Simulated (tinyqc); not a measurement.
Round or elliptic silicon nanowire with anisotropic valleys (Ritz method): one step. Matrices of three even functions. Two cases, with inputs chosen for the exercise.

Problem. Basis 1, u^2, v^2 times (1 - u^2 - v^2); form S and H for the chosen group.

Wire along x = [110] on a (001) wafer, y = [-110], z = [001]. Valley groups (w = inverse masses): A, two valleys along z: w_y = 1/mt, w_z = 1/ml, m_x = mt; B, four valleys in the wafer plane: w_y = (1/ml + 1/mt)/2, w_z = 1/mt, m_x = (ml + mt)/2.

Hard wall on the ellipse (y/a)^2 + (z/b)^2 = 1, c = hbar^2/2m0. With u = y/a, v = z/b the operator is -c [(w_y/a^2) d2/du2 + (w_z/b^2) d2/dv2] on the unit disc. Basis (1 - u^2 - v^2) u^i v^j; S, X and Y are the disc integrals of f f', (df/du)(df'/du) and (df/dv)(df'/dv), from the integral of u^p v^q = 2 Gamma((p+1)/2) Gamma((q+1)/2)/((p + q + 2) Gamma((p+q+2)/2)) for even p, q; H = c (w_y X/a^2 + w_z Y/b^2).

Constants: hbar^2/2m0 = 3.80998211 eV angstrom^2.

Give: S; H.

Case 1.

Values chosen (near those of a Si nanowire; the results hold for these values, not for the real material): ml = 0.907 m0 (longitudinal mass); mt = 0.192 m0 (transverse mass); a = 17 angstrom (semi-axis along y); b = 28 angstrom (semi-axis along z); group = B (valley group worked out).

Solution.

S, rows 1, u^2, v^2 and columns alike:
```
[[1.047198, 0.130900, 0.130900],
 [0.130900, 0.039270, 0.013090],
 [0.130900, 0.013090, 0.039270]]
```

H (meV), rows 1, u^2, v^2 and columns alike:
```
[[210.2037, 35.0340, 35.0340],
 [35.0340, 34.9190, 4.3792],
 [35.0340, 4.3792, 26.3904]]
```

Case 2.

Values chosen (near those of a Si nanowire; the results hold for these values, not for the real material): ml = 0.901 m0 (longitudinal mass); mt = 0.191 m0 (transverse mass); a = 23 angstrom (semi-axis along y); b = 22 angstrom (semi-axis along z); group = A (valley group worked out).

Solution.

S, rows 1, u^2, v^2 and columns alike:
```
[[1.047198, 0.130900, 0.130900],
 [0.130900, 0.039270, 0.013090],
 [0.130900, 0.013090, 0.039270]]
```

H (meV), rows 1, u^2, v^2 and columns alike:
```
[[145.9108, 24.3185, 24.3185],
 [24.3185, 28.8633, 3.0398],
 [24.3185, 3.0398, 13.6940]]
```

Computed by tinyqc, one run a case: `OMP_NUM_THREADS=1 python tinyqc.py N N+1 out.jsonl` with N = 1251765, 1251854; one thread of a shared Intel(R) Xeon(R) Processor @ 2.30GHz, about 0.02 s a run at most.
